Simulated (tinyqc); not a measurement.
Gate length: charge control and current of a heterostructure field-effect transistor. Computed by tinyqc, a small Python program. Command: `OMP_NUM_THREADS=1 python tinyqc.py 3031010 3031011 out.jsonl hemt walk`. One thread of a shared host (Intel(R) Xeon(R) Processor @ 2.30GHz), about 0.01 s of CPU time with the checks.

Two subbands in a triangular well; E_F is counted from the conduction band edge of the channel at the interface.

Inputs (values chosen for the exercise, modelled on AlGaN/GaN):
```
quantity,value,unit
channel mass m,0.2,m_0
permittivity eps (barrier and channel),9.25,-
barrier thickness d,24,nm
Schottky barrier phi_B,1.3,eV
conduction band offset dE_c,0.48,eV
polarisation charge sigma/e,1.7e+13,1/cm^2
gate voltage V_G,0,V
mobility mu,1900,cm^2/(V s)
saturation velocity v_s,1.3,1e7 cm/s
gate length L,840,nm
source resistance R_S,0,ohm mm
temperature T,300,K
mixing,0.3,-
iteration cap,200,-
```

Charge source: polarisation. Velocity law: two-piece.

Constants: e = 1.602176634e-19 C; eps_0 = 8.8541878128e-12 F/m; k_B = 8.617333262e-05 eV/K; hbar = 1.054571817e-34 J s; m_0 = 9.1093837015e-31 kg; k_B = 1.380649e-23 J/K.

Method:
- Threshold V_T = phi_B - dE_c - sigma d/(eps eps_0) (in volts); C_b = eps eps_0/d.
- Charge control: n_s = C_b (V_G - V_T - E_F/e)/e. Well: mean field F = e n_s/(2 eps eps_0), E_i = (hbar^2/2m)^(1/3) [(3 pi e F/2)(i + 3/4)]^(2/3), i = 0, 1; n_s = D k_B T sum_i ln(1 + exp((E_F - E_i)/k_B T)), D = m/(pi hbar^2), which is solved in closed form for E_F.
- Iteration from n_s = C_b (V_G - V_T)/(2e): E_F from n_s, n_out from the charge control, n_new = n_s + mixing (n_out - n_s), kept above n_s/10; stop when |n_out/n_s - 1| < 1e-9.
- C_g = e dn_s/dV_G = 1/(1/C_b + 1/C_q), 1/C_q = d(E_F/e)/d(e n_s) by a central difference of +/- 0.1 % in n_s; added distance dd = eps eps_0/C_q.
- With V = e n_s/C_g and V_c = v_s L/mu: for v = mu F up to v_s, I/W = C_g v_s V_c (sqrt(1 + (V/V_c)^2) - 1) and V_Dsat = V + V_c - sqrt(V^2 + V_c^2); g_m = dI/dV; extrinsic g_m/(1 + g_m R_S); f_T = g_m/(2 pi C_g L).

sheet density n_s = 1.41340e+13 1/cm^2

gate capacitance C_g = 0.321507 microfarad/cm^2

V = 7.04342 V

Scaling; the last columns are v_s/(2 pi L) and mu V/(2 pi L^2):
```
L (nm),I/W (mA/mm),g_m (mS/mm),extrinsic g_m (mS/mm),f_T (GHz),velocity limit (GHz),mobility limit (GHz)
30,2935.3,417.96,417.96,689.67,689.67,2.3665e+05
60,2926.8,417.95,417.95,344.83,344.84,5.9164e+04
120,2909.7,417.93,417.93,172.41,172.42,1.4791e+04
250,2873.2,417.84,417.84,82.74,82.76,3.4078e+03
500,2804.3,417.47,417.47,41.33,41.38,8.5196e+02
1000,2671.7,416.00,416.00,20.59,20.69,2.1299e+02
2000,2427.0,410.29,410.29,10.16,10.35,5.3247e+01
5000,1842.9,375.96,375.96,3.72,4.14,8.5196e+00
```

f_T scales as L^-1.00 at the short end and L^-1.10 at the long end; the two limits cross at L = mu V/v_s = 10300 nm. g_m tends to C_g v_s = 418 mS/mm. Fringe capacitances and short-channel effects, left out, lower f_T once L is below about ten barrier thicknesses. Caution: E_F lies above the conduction band minimum of the barrier, so electrons would spill into the barrier.

Extremes, crossings and ranges named in words are read from the listed rows.
